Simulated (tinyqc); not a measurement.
From results back to parameters: delta-doped layer in the Thomas-Fermi potential. Four cases, with inputs chosen for the exercise.

Problem. The depth of the well was computed from a hidden sheet density.

All donors ionised in the plane z = 0, zero temperature, energies from the Fermi level EF of the Thomas-Fermi model, which lies at the bulk band edge; c = hbar^2/2m0, q = e^2/(4 pi eps0). Layer in a (001) plane: two valleys with m_z = ml, m_d = mt (unprimed) and four with m_z = mt, m_d = sqrt(ml mt) (primed); m3 = (ml mt^2)^(1/3), gv = 6. With n = (gv/3 pi^2)(m3 (-V)/c)^(3/2) and V'' = -(4 pi q/eps) n for z > 0, the solution is V = -b/(|z| + z0)^4 with sqrt(b) = 20/K, K = (4 pi q/eps)(gv/3 pi^2)(m3/c)^(3/2), and z0^5 = 4b/(e F0), e F0 = 2 pi q N/eps; 1e13/cm^2 = 1e-3/angstrom^2. Exchange and correlation are left out.

Constants: hbar^2/2m0 = 3.80998211 eV angstrom^2; e^2/(4 pi eps0) = 14.39964547 eV angstrom.

Find: b; z0; N.

Method. b does not depend on N; z0 = (b/depth)^(1/4), e F0 = 4b/z0^5 and N = eps e F0/(2 pi q).

Case 1.

Values chosen (out of a larger set: near those of a delta-doped layer in Si; not measured data): ml = 0.896 m0 (longitudinal mass); mt = 0.188 m0 (transverse mass); eps = 11.7 (dielectric constant).

depth = 0.082476 eV

Solution.

b = 7.112e+04 eV angstrom^4
z0 = 30.47 angstrom
N = 1.40 x 1e13/cm^2

Case 2.

Values chosen (out of a larger set: near those of a delta-doped layer in Si; not measured data): ml = 0.937 m0 (longitudinal mass); mt = 0.184 m0 (transverse mass); eps = 11.8 (dielectric constant).

depth = 0.341241 eV

Solution.

b = 7.222e+04 eV angstrom^4
z0 = 21.45 angstrom
N = 8.30 x 1e13/cm^2

Case 3.

Values chosen (out of a larger set: near those of a delta-doped layer in Si; not measured data): ml = 0.895 m0 (longitudinal mass); mt = 0.187 m0 (transverse mass); eps = 11.6 (dielectric constant).

depth = 0.493283 eV

Solution.

b = 7.074e+04 eV angstrom^4
z0 = 19.46 angstrom
N = 13.0 x 1e13/cm^2

Case 4.

Values chosen (out of a larger set: near those of a delta-doped layer in Si; not measured data): ml = 0.931 m0 (longitudinal mass); mt = 0.188 m0 (transverse mass); eps = 11.9 (dielectric constant).

depth = 0.221468 eV

Solution.

b = 7.081e+04 eV angstrom^4
z0 = 23.78 angstrom
N = 4.90 x 1e13/cm^2

Computed by tinyqc, one run a case: `OMP_NUM_THREADS=1 python tinyqc.py N N+1 out.jsonl` with N = 1251152, 1251153, 1251247, 1251271; one thread of a shared Intel(R) Xeon(R) Processor @ 2.30GHz, about 0.1 s a run at most.
